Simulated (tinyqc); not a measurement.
Resistance of a tapered via with liner, size effect and interface: two steps of the calculation.

A round via whose diameter grows from db at the bottom as D(z) = db + 2 z/tan(ang). The fill, of diameter D - 2 tl, starts above the bottom liner (thickness fb tl) and has rho = rho0 (1 + ks lam/(D - 2 tl)); the sidewall liner conducts in parallel with it. The bottom liner and the interface are crossed over the full area pi db^2/4. Spreading in the lines above and below is left out.

Inputs (values chosen for the exercise); fill metal close to molybdenum:

| symbol | value | unit | meaning |
|---|---|---|---|
| db | 35 | nm | diameter at the bottom |
| hv | 120 | nm | height |
| ang | 86 | degrees | sidewall angle |
| rho0 | 5.19 | uohm cm | bulk resistivity of the fill |
| lam | 11.1 | nm | mean free path of the fill |
| ks | 1 |  | size-effect factor |
| tl | 0.6 | nm | liner on the sidewall |
| fb | 1 |  | liner at the bottom over that on the sidewall |
| rl | 160 | uohm cm | resistivity of the liner |
| ri | 2e-12 | ohm cm^2 | interface resistivity at the bottom |
| Sb | 1.3e15 | S/m^2 | ballistic conductance per area, about 3/(4 rho0 lam) |

Problem 1. Slices of the via. Slices between z0 = fb tl and hv, evaluated at their midpoints: conductance per length pi/4 [(D - 2 tl)^2/rho + (D^2 - (D - 2 tl)^2)/rl], slice resistance = slice height over that. 6 slices.

Wanted: z; D; rho; slice resistance.

Solution 1.

```
slice	z (nm)	D (nm)	rho (uohm cm)	slice resistance (ohm)
0	10.55	36.48	6.823	1.385
1	30.45	39.26	6.704	1.170
2	50.35	42.04	6.601	1.000
3	70.25	44.82	6.511	0.8648
4	90.15	47.61	6.431	0.7550
5	110.0	50.39	6.361	0.6648
```

Problem 2. Total resistance. R_fill = sum of the slices; R_bottom = rl fb tl/(pi db^2/4); R_interface = ri/(pi db^2/4); ballistic (Sharvin) limit 1/(Sb pi (db - 2 tl)^2/4); ideal cylinder rho0 hv/(pi db^2/4).

slice resistance, slice 0 to 5 (ohm): 1.3852280  1.1695239  1.0001611  0.86483198  0.75504142  0.66477753

Wanted: parts; R; shares; ballistic limit; ideal cylinder.

Solution 2.

parts (ohm): fill 5.840, bottom liner 0.9978, interface 0.2079
R = 7.045 ohm
shares (%): fill 82.89, bottom liner 14.16, interface 2.95
ballistic limit = 0.8573 ohm
ideal cylinder = 6.473 ohm

The fill is the largest part, and R is 1.09 times the ideal cylinder. With 2000 slices R = 7.0537 ohm.

tinyqc, about 0.01 s, one thread, Intel Xeon 2.30GHz (shared host): `OMP_NUM_THREADS=1 python tinyqc.py 2750098 2750099 out.jsonl`
